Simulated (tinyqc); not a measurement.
Lattice vibrations of a chain, step by step. One step of it, computed by the program tinyqc.

Problem. Dynamical matrix at q = 0.42. q is in units of 2 pi/a. A spring k from atom i to atom j, n cells on, adds k to Phi_ii and Phi_jj, -k exp(2 pi i q n) to Phi_ij and the conjugate to Phi_ji (for one atom a cell: 2k (1 - cos 2 pi q n)); D_ij = Phi_ij / sqrt(m_i m_j).

A chain moving along its axis:
```
atom    mass (u)  spring to the next atom (eV/angstrom^2)
1     102.000000                                20.600000
2      30.400000                                 2.000000
3      48.200000                                12.700000
4      27.300000                                10.500000
```

Give: D(q).

Solution.

D(q) (eV/(angstrom^2 u)):
```
              1       2       3             4
1         0.305  -0.370   0.000  0.174+0.096i
2        -0.370   0.743  -0.052         0.000
3         0.000  -0.052   0.305        -0.350
4  0.174-0.096i   0.000  -0.350         0.850
```
